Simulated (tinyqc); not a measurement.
# MOSFET with velocity saturation and source resistance: effect of the gate voltage

Strong inversion, charge Q = Cox (Vg - m V) at channel potential V with Vg the gate overdrive, and drift velocity v = mu E/(1 + mu E/vsat). Integrating along the channel gives I = mu Cox (1/L)(Vg Vd - m Vd^2/2)/(1 + Vd/Vc) per width, Vc = vsat L/mu, which peaks at Vdsat. Units: I in uA/um, Rs in ohm um, so the drop over Rs is 1e-6 I Rs volts.

Vg = Vgs - I Rs - VT (0 if negative), mu = mu0/(1 + th Vg), Vc = vsat L/mu, x = sqrt(1 + 2 Vg/(m Vc)), Vdsat = 2 Vg/(m (1 + x)), Isat = Cox vsat Vg (x - 1)/(x + 1) per width. I = Isat is solved self-consistently; gm = dI/dVgs; Vdsat is the intrinsic value. The velocity at the source is I/(Cox Vg).

Values chosen for this exercise: gate capacitance Cox = 1.34 uF/cm^2; mobility at low gate voltage mu0 = 110 cm^2/(V s); mobility degradation th = 0.2 1/V; saturation velocity vsat = 9.2e6 cm/s; body factor m = 1.34; threshold VT = 0.47 V; channel length L = 0.13 um; source resistance Rs = 300 ohm um.

Effect of the gate voltage:
```
Vgs (V)  Vc (V)  Vdsat (V)  Isat (uA/um)  gm (uS/um)  velocity at the source/vsat
0.62      1.119     0.1052         8.162       101.3                      0.04487
0.88      1.173     0.2650         49.43       206.1                       0.1015
1.15      1.228     0.4125         114.5       270.9                       0.1438
1.41      1.279     0.5434         190.7       312.5                       0.1752
1.68      1.332     0.6713         279.4       343.3                       0.2013
1.94      1.383     0.7888         371.7       365.6                       0.2219
2.21      1.435     0.9064         472.9       383.5                       0.2400
2.47      1.485      1.016         574.5       397.2                       0.2550
```

As Vgs goes from 0.62 to 2.47 V, Isat rises from 8.16 to 574 uA/um, Vdsat rises from 0.105 to 1.02 V and gm rises from 101 to 397 uS/um; the velocity at the source goes from 0.045 to 0.25 of vsat. Against the overdrive Vgs - VT the current goes with exponent 1.79 at the start and 1.40 at the end (2 for the square law). With vsat made a thousand times larger the last exponent would be 1.59, which is what th and Rs alone leave.

tinyqc, about 0.01 s, one thread, Intel Xeon 2.30GHz (shared host): `OMP_NUM_THREADS=1 python tinyqc.py 2500131 2500132 out.jsonl`
